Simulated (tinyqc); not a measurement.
Worked calculation: lattice vibrations of a chain. Computed by tinyqc, a small Python program that keeps every step. Command: `OMP_NUM_THREADS=1 python tinyqc.py 21511 21512 out.jsonl` (the two numbers bound the seeds that draw the settings). One thread of a shared host (Intel(R) Xeon(R) Processor @ 2.60GHz), about 0.01 s of CPU time with the checks.

## Dynamical matrix at q = 0.25

A chain moving along its axis:

| atom | mass (u) | spring to the next atom (eV/angstrom^2) |
|---|---|---|
| 1 | 66.400000 | 15.800000 |
| 2 | 35.800000 | 24.600000 |
| 3 | 76.900000 | 27.000000 |
| 4 | 91.900000 | 21.900000 |

q is in units of 2 pi/a. A spring k from atom i to atom j, n cells on, adds k to Phi_ii and Phi_jj, -k exp(2 pi i q n) to Phi_ij and the conjugate to Phi_ji (for one atom a cell: 2k (1 - cos 2 pi q n)); D_ij = Phi_ij / sqrt(m_i m_j).

D(q) (eV/(angstrom^2 u)), lower triangle (Hermitian):
```
                    1          2          3         4
1            0.567771
2           -0.324065   1.128492
3            0.000000  -0.468846   0.671001
4  0.000000-0.280351i   0.000000  -0.321176  0.532100
```

## Frequencies

omega^2 are the eigenvalues; wavenumber = 521.4708 sqrt(eigenvalue) 1/cm.

eigenvalues: 0.047288  0.421612  0.892098  1.538366

wavenumbers (1/cm): 113.4  338.6  492.5  646.8

weights |e|^2 of the mass-weighted modes:
```
          mode 1    mode 2    mode 3    mode 4
atom 1  0.230820  0.395202  0.286384  0.087594
atom 2  0.115951  0.155844  0.097396  0.630810
atom 3  0.290405  0.283442  0.182297  0.243856
atom 4  0.362824  0.165513  0.433923  0.037741
```

## Dispersion and heat capacity

C/k_B per atom = mean over q = (j + 1/2)/80, j = 0..39 and all branches of y^2 e^y/(e^y - 1)^2, y = hc wavenumber / k_B T.

Wavenumbers (1/cm):

| q | branch 1 | branch 2 | branch 3 | branch 4 |
|---|---|---|---|---|
| 0.000000 | 0.000000 | 405.401818 | 446.450993 | 651.736342 |
| 0.062500 | 28.769440 | 397.283642 | 453.283684 | 651.384150 |
| 0.125000 | 57.387238 | 380.244744 | 466.455766 | 650.360701 |
| 0.187500 | 85.677536 | 360.122528 | 480.104542 | 648.768169 |
| 0.250000 | 113.398143 | 338.599629 | 492.534230 | 646.784792 |
| 0.312500 | 140.137774 | 316.508700 | 503.003827 | 644.670598 |
| 0.375000 | 165.003746 | 294.900343 | 510.977705 | 642.758679 |
| 0.437500 | 185.512976 | 276.326033 | 515.994794 | 641.410645 |
| 0.500000 | 194.642441 | 267.838693 | 517.710894 | 640.922435 |

Heat capacity:

| T (K) | C/k_B per atom |
|---|---|
| 20 | 0.049900 |
| 50 | 0.127234 |
| 100 | 0.260220 |
| 200 | 0.541367 |
| 300 | 0.724311 |
| 600 | 0.913413 |
| 1200 | 0.976909 |

zero-point energy per atom = 24.512382 meV
